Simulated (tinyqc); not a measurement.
Energy against distortion: Peierls distortion of a half-filled chain.

Atoms move by +/- u, so bonds change by -/+ 2u and hoppings are t +/- 2 al u. Bands E = -/+ sqrt((2 t cos x)^2 + D^2 sin^2 x) with D = 4 al u, x = k a in (0, pi/2); the gap is 2D. Energy per atom at zero temperature: E(u) = -mean_x sqrt(...) + 2 K u^2; exactly, the mean is (4t/pi) E(1 - z^2), z = D/2t, E the complete elliptic integral of the second kind with parameter m. Coupling lambda = 2 al^2/(pi t K).

Inputs chosen for the exercise:
```
symbol  value  unit           meaning
t       2.54   eV             hopping of the even chain
al      5.1    eV/angstrom    change of hopping with bond length
K       20     eV/angstrom^2  spring constant of a bond
```

Exact means; both parts are counted from u = 0.

Energies per atom:
```
u (angstrom)  gap (eV)  electrons (meV)  springs (meV)  total (meV)
0.0089           0.363            -8.72           3.17        -5.55
0.0222           0.906           -42.56          19.71       -22.85
0.0444           1.812          -135.47          78.85       -56.61
0.0666           2.717          -260.30         177.42       -82.88
0.0889           3.627          -409.10         316.13       -92.98
0.1111           4.533          -575.17         493.73       -81.44
0.1333           5.439          -755.47         710.76       -44.72
0.1555           6.344          -947.39         967.21        19.82
0.1955           7.976         -1316.52        1528.81       212.29
```

How do the results move, and what explains it?

The ratio of electronic gain to elastic cost is 2.75 in the first row and 0.86 in the last: the gain goes as u^2 ln(1/u), so it wins at small u for any K. The total is lowest at u = 0.0889 angstrom and turns positive between 0.1333 and 0.1555.

Computed by tinyqc, a small Python program: `OMP_NUM_THREADS=1 python tinyqc.py 1681247 1681248 out.jsonl` (the numbers bound the seed that draws the inputs); one thread of a shared host (Intel(R) Xeon(R) Processor @ 2.30GHz), about 0.07 s for the whole set of steps.
